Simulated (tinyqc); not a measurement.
On-chip interconnect, size-dependent resistivity and RC delay: one step of the calculation.

A rectangular line between two neighbours and two ground planes. Surface and grain-boundary scattering are added to the bulk resistivity as corrections; capacitances are parallel-plate values without fringing; inductance is ignored.

Task. Node voltages after a time step. A 1 V step is applied behind Rd at t = 0. C dv/dt = -G v + b, with G the conductance matrix of the ladder (1/Rs between neighbours, 1/Rd added at node 0) and b = (1 V/Rd, 0, ...). Backward Euler step: (C/dt + G) v(new) = (C/dt) v + b.

Parameters, values chosen for the exercise:
```
symbol  value  unit            meaning
Rd       3300   ohm  driver resistance
dt       1800    ps          time step
```

Rs = 24602.127 ohm

| node | C (fF) | v at t = 0 (V) |
|---|---|---|
| 0 | 8.3866867 | 0 |
| 1 | 16.773373 | 0 |
| 2 | 16.773373 | 0 |
| 3 | 16.773373 | 0 |
| 4 | 16.773373 | 0 |
| 5 | 8.4806867 | 0 |

Find: v at t = 1 dt.

Result.

| node | v at t = 1 dt (V) |
|---|---|
| 0 | 0.9391 |
| 1 | 0.5923 |
| 2 | 0.3813 |
| 3 | 0.2578 |
| 4 | 0.1934 |
| 5 | 0.1733 |

tinyqc, about 0.01 s, one thread, Intel Xeon 2.30GHz (shared host): `OMP_NUM_THREADS=1 python tinyqc.py 2100036 2100037 out.jsonl`
